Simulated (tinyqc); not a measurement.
Worked calculation: phonon-assisted absorption at an indirect gap. Values are carried at full precision from step to step, so a last printed digit may differ when a step is redone from the rounded ones.

alpha(E) = sum_j A_j [N_j (E - Eg + w_j)^2 + (N_j + 1)(E - Eg - w_j)^2], each bracket counted only where its base is positive; N_j = 1/(exp(w_j/kB T) - 1). The first term absorbs a phonon and the second emits one; excitons and direct transitions are left out.

Constants: kB = 8.617333262e-05 eV/K.

Inputs chosen for the exercise (loosely those of Si at room temperature; Eg is not tied to T; shifted at random, so the results belong to these values and not to a real crystal): Eg = 1.101 eV (indirect gap, held fixed unless listed); w = (56.6, 18.1) meV (two zone-edge phonons); A = (3600, 410) 1/(cm eV^2) (their strengths); T = 500 K; E = 1.264 eV (photon energy); nr = 3.54 (refractive index); d = 11 micrometre (thickness); xj = 0.062 micrometre (dead layer at the surface); W = 4.3 micrometre (depleted width); L = 25 micrometre (minority diffusion length below it).

## The four branches at one energy

Evaluate the occupations and each term.

N_j: [0.3677, 1.915]

terms with phonon absorption (1/cm): [63.83, 25.76]

terms with phonon emission (1/cm): [55.74, 25.10]

alpha = 170.4 1/cm
wavelength hc/E (hc = 1239.841984 eV nm) = 980.9 nm

Phonon absorption supplies 52.6 % of alpha; the depth 1/alpha is 58.7 micrometre.

## What a slab does with it

Slab of thickness d in air, incoherent passes: R = ((nr - 1)/(nr + 1))^2, x = exp(-alpha d); transmitted Tr = (1 - R)^2 x/(1 - R^2 x^2), reflected Rt = R + (1 - R)^2 R x^2/(1 - R^2 x^2), absorbed Ab = (1 - R)(1 - x)/(1 - R x).

d in cm is 1e-4 times the value in micrometres.

R = 0.3130
x = 0.8291
Tr = 0.4195
Rt = 0.4219
Ab = 0.1586

A single pass would absorb (1 - R)(1 - x) = 0.1174; the back face adds 0.0412.

## Quantum efficiency of a diode

Photodiode (Gaertner form with a dead layer): QE = (1 - R) exp(-alpha xj) [1 - exp(-alpha W)/(1 + alpha L)], R = ((nr - 1)/(nr + 1))^2; responsivity = QE/E in A/W for E in eV.

Evaluate the factors; 1 micrometre = 1e-4 cm.

passes the dead layer = 0.9989
collected share = 0.3483
QE = 0.2390
responsivity = 0.1891 A/W

Without diffusion from below the collected share would be 0.0707.

## Checks

- Tr + Rt + Ab against 1: both 1.000000.

tinyqc: `OMP_NUM_THREADS=1 python tinyqc.py 1682153 1682154 out.jsonl`; about 0.01 s, one thread, shared Intel(R) Xeon(R) Processor @ 2.30GHz.
